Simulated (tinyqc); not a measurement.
# Sheet resistance and Hall data of a diffused or implanted layer, step by step

A worked calculation. Computed by tinyqc, a small Python program that keeps every step. Command: `OMP_NUM_THREADS=1 python tinyqc.py 3021191 3021192 out.jsonl layer walk`. One thread of a shared host (Intel(R) Xeon(R) Processor @ 2.30GHz), about 0.03 s of CPU time with the checks. Intermediate numbers are printed to about 5 digits and carried at full precision; extremes and crossings named in words are read from the listed rows.

Carriers are taken equal to the net active doping down to the junction (full ionisation, which deep dopants in wide-gap hosts do not reach; no spill-over, no depletion), and the Hall factor is 1.

Inputs (values chosen for the exercise, modelled on boron in silicon):

| quantity | value | unit |
|---|---|---|
| mu_min | 45.6 | cm^2/(V s) |
| mu_max | 474 | cm^2/(V s) |
| N_ref | 2.1e+17 | 1/cm^3 |
| exponent alpha | 0.73 | - |
| peak concentration N_0 | 5e+20 | 1/cm^3 |
| length scale l | 390 | nm |
| background doping N_B (opposite type) | 4.1e+15 | 1/cm^3 |
| probe current I | 1 | mA |
| magnetic field B | 0.5 | T |
| projected range R_p | 780 | nm |
| solubility limit N_s | 1.8e+20 | 1/cm^3 |

Profile: buried Gaussian (implant). Activation: limited by solubility.

Constants: e = 1.602176634e-19 C.

## Dose and junction depth

N(x) = N_0 exp(-(x - R_p)^2/(2 l^2)) for x > 0, dose N_0 l sqrt(pi/2) erfc(-R_p/(l sqrt 2)), junction x_j = R_p + l sqrt(2 ln(N_0/N_B)); the layer starts at x_0 = max(0, 2 R_p - x_j).

dose = 4.7767e+16 1/cm^2

junction depth x_j = 2667.5 nm

## Profile

Mobility mu = mu_min + (mu_max - mu_min)/(1 + (N_t/N_ref)^alpha), N_t = active doping + N_B; carriers n = active doping - N_B, active doping min(N, N_s). sigma = e n mu.

Depth, doping, carriers, mobility and conductivity at 2, 10, 20, 35, 50, 65, 80, 90 and 98 % of the layer:

| x (nm) | N (1/cm^3) | n (1/cm^3) | mu (cm^2/(V s)) | sigma (S/cm) |
|---|---|---|---|---|
| 53.3 | 8.8132e+19 | 8.8128e+19 | 50.75 | 7.1658e+02 |
| 266.7 | 2.1032e+20 | 1.8000e+20 | 48.67 | 1.4037e+03 |
| 533.5 | 4.0947e+20 | 1.8000e+20 | 48.67 | 1.4037e+03 |
| 933.6 | 4.6268e+20 | 1.8000e+20 | 48.67 | 1.4037e+03 |
| 1333.7 | 1.8248e+20 | 1.8000e+20 | 48.67 | 1.4037e+03 |
| 1733.9 | 2.5119e+19 | 2.5115e+19 | 58.25 | 2.3438e+02 |
| 2134.0 | 1.2069e+18 | 1.2028e+18 | 138.87 | 2.6761e+01 |
| 2400.7 | 8.8881e+16 | 8.4781e+16 | 321.68 | 4.3695e+00 |
| 2614.1 | 7.8748e+15 | 3.7748e+15 | 426.88 | 2.5818e-01 |

The mobility varies by a factor 8.8 across these points and the conductivity by 5440.

## Sheet values

Integrals from x_0 (0 unless stated) to x_j by the midpoint rule on 400 even intervals: 1/R_s = e int n mu dx; sheet density n_s = int n dx; Hall sheet density (int n mu dx)^2/int n mu^2 dx; Hall mobility int n mu^2 dx/int n mu dx. Mean conductivity 1/(R_s x_j); mean mobility 1/(e n_s R_s).

sheet resistance R_s = 4.7818 ohm

sheet density n_s = 2.6429e+16 1/cm^2

mean mobility = 49.388 cm^2/(V s)

Hall sheet density = 2.6199e+16 1/cm^2

Hall mobility = 49.822 cm^2/(V s)

mean conductivity 1/(R_s x_j) = 783.98 S/cm

Carriers amount to 55.3 % of the dose, the rest being above the solubility limit or compensated. A Hall measurement weights the mobile tail and reports 99.1 % of n_s.

## What the probes read

Collinear four-point probe on a large thin layer: V = I R_s ln(2)/pi. Van der Pauw on a symmetric sample: R = R_s ln(2)/pi as well. Hall voltage V_H = I B/(e x Hall sheet density); tangent of the Hall angle V_H/(I R_s).

four-point voltage = 1.0550 mV

Hall voltage = 0.011912 mV

tangent of the Hall angle = 0.0024911

## Shortcuts against the integral

Shortcuts: R_s = 1/(e Q mu) with the dose Q and the mobility at the (active) peak concentration; 1/(e n_s mu) with mu at N_t = n_s/x_j + N_B; 1/(e Q mu_max).

Sheet resistances:

| method | R_s (ohm) | deviation (%) |
|---|---|---|
| integral | 4.7818 | 0.000 |
| dose, mobility at the peak | 2.6845 | -43.859 |
| n_s, mobility at the mean concentration | 4.6919 | -1.879 |
| dose, mu_max | 0.2757 | -94.235 |

The closest shortcut is «n_s, mobility at the mean concentration» (-1.9 %). Counting inactive dopants as carriers underestimates R_s.

## Stripping the layer step by step

After removing a depth d the integrals start at d. Differences between neighbouring rows give the local conductivity -d(1/R_s)/dx at the middle of the slice (the last slice uses one more step, not listed).

Differential sheet resistance:

| removed d (nm) | R_s (ohm) | slice conductivity (S/cm) | sigma at mid-slice (S/cm) |
|---|---|---|---|
| 0 | 4.78 | 1021.5 | 1011.0 |
| 270 | 5.51 | 1403.7 | 1403.7 |
| 540 | 6.96 | 1403.6 | 1403.7 |
| 810 | 9.46 | 1403.7 | 1403.7 |
| 1080 | 14.74 | 1402.2 | 1403.7 |
| 1350 | 33.35 | 819.5 | 787.7 |
| 1620 | 127.16 | 226.4 | 209.4 |
| 1890 | 571.44 | 52.7 | 48.3 |

R_s doubles after removing between 810 and 1080 nm of a layer 2670 nm deep, so half the current flows above that depth. Where sigma exceeds a tenth of its largest listed value, the slice values agree with it within 9 %.

Checks made by the program: conductance integral against adaptive quadrature (relative difference 1e-05).
